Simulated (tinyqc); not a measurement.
Worked calculation (part 2 of 2): coupled-perturbed Hartree-Fock on RHF in the sto-3g basis, for H6, spin multiplicity 1. Computed by tinyqc, a small Python program that keeps every step (integrals from PySCF). Command: `OMP_NUM_THREADS=1 python tinyqc.py 23340 23341 out.jsonl` (the two numbers bound the seeds that draw the settings). One thread of a shared host (Intel(R) Xeon(R) Processor @ 2.60GHz), about 0.1 s of CPU time with the checks.

Geometry (angstrom):
```
atom        x        y        z
H     0.00000  0.00000  0.00000
H     0.00000  0.00000  1.00500
H     0.00000  0.00000  2.34500
H     0.00000  0.00000  3.35000
H     0.00000  0.00000  4.69100
H     0.00000  0.00000  5.69600
```

## Integrals over molecular orbitals

coefficients C, order 1H 1s, 2H 1s, 3H 1s, 4H 1s, 5H 1s, 6H 1s:
$$\begin{pmatrix}
0.20787 & -0.38402 & -0.39103 & 0.56515 & -0.68759 & 0.45247 \\
0.28209 & -0.41259 & -0.28734 & -0.37641 & 0.75845 & -0.67635 \\
0.38675 & -0.08632 & 0.42786 & -0.58731 & -0.20999 & 0.89329 \\
0.38651 & 0.08670 & 0.42803 & 0.58755 & -0.21064 & -0.89268 \\
0.28139 & 0.41329 & -0.28702 & 0.37616 & 0.75943 & 0.67498 \\
0.20737 & 0.38469 & -0.39061 & -0.56471 & -0.68851 & -0.45161
\end{pmatrix}$$

core Hamiltonian H = T + V (hartree), order 1H 1s, 2H 1s, 3H 1s, 4H 1s, 5H 1s, 6H 1s:
$$\begin{pmatrix}
-1.56658 & -1.02705 & -0.15462 & -0.02211 & -0.00082 & -0.00004 \\
-1.02705 & -1.85106 & -0.72354 & -0.16120 & -0.01059 & -0.00082 \\
-0.15462 & -0.72354 & -1.97816 & -1.15001 & -0.16090 & -0.02206 \\
-0.02211 & -0.16120 & -1.15001 & -1.97793 & -0.72244 & -0.15433 \\
-0.00082 & -0.01059 & -0.16090 & -0.72244 & -1.85068 & -1.02694 \\
-0.00004 & -0.00082 & -0.02206 & -0.15433 & -1.02694 & -1.56644
\end{pmatrix}$$

Given earlier and not repeated: Two-electron integrals (ij|kl) in chemists' order.

(pq|rs) = sum C_ip C_jq C_kr C_ls (ij|kl), one index at a time.

one-electron integrals over orbitals h = C^T H C (hartree):
$$\begin{pmatrix}
-2.04813 & 0.00005 & -0.12564 & 0.00021 & -0.06988 & 0.00004 \\
0.00005 & -1.85221 & -0.00013 & -0.14989 & -0.00014 & -0.05456 \\
-0.12564 & -0.00013 & -1.84003 & -0.00009 & 0.12943 & -0.00015 \\
0.00021 & -0.14989 & -0.00009 & -1.54103 & 0.00014 & 0.13369 \\
-0.06988 & -0.00014 & 0.12943 & 0.00014 & -1.29526 & 0.00003 \\
0.00004 & -0.05456 & -0.00015 & 0.13369 & 0.00003 & -1.24490
\end{pmatrix}$$

Two-electron integrals over orbitals (pq|rs), unique and non-zero (hartree):
```
(11|11) 0.38648     (21|11) -0.00021    (21|21) 0.12528     (22|11) 0.30415
(22|21) 0.00027     (22|22) 0.36460     (31|11) 0.07738     (31|21) 0.00018
(31|22) -0.05612    (31|31) 0.12576     (32|11) 0.00025     (32|21) -0.11923
(32|22) -0.00034    (32|31) -0.00007    (32|32) 0.13641     (33|11) 0.35839
(33|21) -0.00009    (33|22) 0.31856     (33|31) 0.04126     (33|32) 0.00015
(33|33) 0.35742     (41|11) -0.00014    (41|21) 0.03581     (41|22) 3.70e-05
(41|31) -1.95e-05   (41|32) 0.00602     (41|33) 9.40e-06    (41|41) 0.08250
(42|11) 0.05385     (42|21) 2.71e-05    (42|22) -0.00404    (42|31) 0.04859
(42|32) 4.22e-05    (42|33) 0.01236     (42|41) -2.38e-05   (42|42) 0.07122
(43|11) -0.00005    (43|21) 0.05965     (43|22) 0.00012     (43|31) 0.00014
(43|32) -0.05732    (43|33) -2.63e-05   (43|41) 0.01628     (43|42) 0.00006
(43|43) 0.07886     (44|11) 0.35769     (44|21) -0.00007    (44|22) 0.31784
(44|31) 0.03899     (44|32) 0.00011     (44|33) 0.34881     (44|41) -1.22e-05
(44|42) 0.01931     (44|43) -1.30e-05   (44|44) 0.36105     (51|11) 0.00875
(51|21) -3.63e-05   (51|22) 0.02630     (51|31) -0.02203    (51|32) -7.37e-06
(51|33) -0.01038    (51|41) -0.00009    (51|42) 0.04021     (51|43) 1.23e-05
(51|44) -0.00346    (51|51) 0.04937     (52|11) -8.59e-06   (52|21) 0.02235
(52|22) 0.00007     (52|31) 6.18e-07    (52|32) 0.00560     (52|33) 1.13e-05
(52|41) 0.05618     (52|42) 0.00014     (52|43) -0.04149    (52|44) 1.18e-05
(52|51) 0.00006     (52|52) 0.09221     (53|11) -0.06035    (53|21) -2.85e-05
(53|22) -0.00089    (53|31) -0.05164    (53|32) -3.22e-05   (53|33) -0.02337
(53|41) 3.58e-05    (53|42) -0.06871    (53|43) -0.00007    (53|44) -0.01964
(53|51) -0.03662    (53|52) -0.00012    (53|53) 0.07280     (54|11) -0.00026
(54|21) 0.11907     (54|22) 0.00033     (54|31) 0.00007     (54|32) -0.13120
(54|33) -0.00015    (54|41) 0.00031     (54|42) -3.62e-05   (54|43) 0.05873
(54|44) -0.00012    (54|51) 5.79e-06    (54|52) -0.00449    (54|53) 3.10e-05
(54|54) 0.13953     (55|11) 0.31559     (55|21) 0.00021     (55|22) 0.36811
(55|31) -0.04862    (55|32) -0.00026    (55|33) 0.32780     (55|41) 2.68e-05
(55|42) -0.00061    (55|43) 0.00010     (55|44) 0.33487     (55|51) 0.02658
(55|52) 0.00007     (55|53) -0.00241    (55|54) 0.00027     (55|55) 0.38904
(61|11) 1.46e-05    (61|21) -0.00171    (61|22) -3.91e-05   (61|31) 0.00007
(61|32) -0.01439    (61|33) -2.34e-07   (61|41) -0.02963    (61|42) -0.00005
(61|43) -0.05415    (61|44) 4.41e-06    (61|51) -0.00006    (61|52) 0.03450
(61|53) 0.00006     (61|54) 0.01220     (61|55) -4.37e-05   (61|61) 0.06924
(62|11) 0.01350     (62|21) -2.41e-05   (62|22) 0.03028     (62|31) -0.02004
(62|32) -1.03e-05   (62|33) -0.00179    (62|41) -0.00007    (62|42) 0.03797
(62|43) 1.84e-06    (62|44) -0.00387    (62|51) 0.04666     (62|52) 0.00009
(62|53) -0.03985    (62|54) 8.85e-06    (62|55) 0.02964     (62|61) -0.00005
(62|62) 0.04855     (63|11) 0.00014     (63|21) -0.03899    (63|22) -3.95e-05
(63|31) 4.19e-06    (63|32) 0.00085     (63|33) 5.38e-06    (63|41) -0.08011
(63|42) 1.35e-05    (63|43) -0.01801    (63|44) 2.09e-06    (63|51) 0.00009
(63|52) -0.05681    (63|53) -3.26e-05   (63|54) 0.00030     (63|55) -2.86e-05
(63|61) 0.02922     (63|62) 0.00008     (63|63) 0.08475     (64|11) -0.07929
(64|21) -0.00014    (64|22) 0.05012     (64|31) -0.12169    (64|32) 3.46e-05
(64|33) -0.04251    (64|41) 2.39e-05    (64|42) -0.05084    (64|43) -0.00012
(64|44) -0.04316    (64|51) 0.01944     (64|52) -1.41e-06   (64|53) 0.05290
(64|54) -4.14e-05   (64|55) 0.05202     (64|61) -0.00006    (64|62) 0.01921
(64|63) -1.19e-05   (64|64) 0.13055     (65|11) -0.00022    (65|21) 0.12849
(65|22) 0.00029     (65|31) 0.00018     (65|32) -0.12338    (65|33) -0.00009
(65|41) 0.03745     (65|42) 2.65e-05    (65|43) 0.06340     (65|44) -0.00007
(65|51) -3.68e-05   (65|52) 0.02336     (65|53) -2.90e-05   (65|54) 0.12848
(65|55) 0.00023     (65|61) -0.00278    (65|62) -2.47e-05   (65|63) -0.04285
(65|64) -0.00015    (65|65) 0.14294     (66|11) 0.40863     (66|21) -0.00018
(66|22) 0.32213     (66|31) 0.08227     (66|32) 0.00023     (66|33) 0.38069
(66|41) -0.00014    (66|42) 0.05917     (66|43) -3.35e-05   (66|44) 0.38685
(66|51) 0.01043     (66|52) 1.67e-06    (66|53) -0.06676    (66|54) -0.00024
(66|55) 0.34241     (66|61) 1.46e-05    (66|62) 0.01558     (66|63) 0.00014
(66|64) -0.08966    (66|65) -0.00020    (66|66) 0.45241
```

## Response to a field: uncoupled start

orbital energies (hartree): MO1 -0.58761, MO2 -0.50388, MO3 -0.39089, MO4 0.27505, MO5 0.51336, MO6 0.77548

dipole integrals <a|z|i> (bohr), order a4, a5, a6:
$$\begin{pmatrix}
-0.06131 & -0.00039 & 2.01505 \\
0.00005 & -0.77952 & 0.00006 \\
-0.33399 & -0.00010 & 0.06314
\end{pmatrix}$$

Field along z; U_ai = -mu_ai / (e_a - e_i), alpha = -4 sum U_ai mu_ai.

uncoupled U, order a4, a5, a6:
$$\begin{pmatrix}
0.07107 & 0.00050 & -3.02588 \\
-0.00004 & 0.76631 & -0.00007 \\
0.24502 & 0.00008 & -0.05414
\end{pmatrix}$$

uncoupled polarisability = 27.13704 bohr^3

## Coupled step 1

U_ai = -(mu_ai + sum_bj [4 (ai|bj) - (ab|ij) - (aj|bi)] U_bj) / (e_a - e_i); alpha = -4 sum U_ai mu_ai.

U after step 1, order a4, a5, a6:
$$\begin{pmatrix}
0.05020 & 0.00070 & -3.57145 \\
-0.00020 & 0.93722 & -0.00019 \\
0.26991 & -0.00002 & -0.04016
\end{pmatrix}$$

polarisability = 32.09192 bohr^3

## Coupled step 2

As before.

U after step 2, order a4, a5, a6:
$$\begin{pmatrix}
0.04341 & 0.00074 & -3.67101 \\
-0.00026 & 0.97393 & -0.00022 \\
0.27212 & -0.00006 & -0.03736
\end{pmatrix}$$

polarisability = 33.00941 bohr^3

## Coupled polarisability

Repeat until U stops changing; compare with -d2E/dF2.

Course of the coupled iterations:
```
step  alpha (bohr^3)
0           27.13704
1           32.09192
2           33.00941
3           33.18059
4           33.21270
5           33.21874
6           33.21988
7           33.22010
8           33.22014
9           33.22015
10          33.22015
11          33.22015
12          33.22015
13          33.22015
```

coupled polarisability = 33.22015 bohr^3

finite-field check, fields of +/-0.001 au = 33.22074 bohr^3
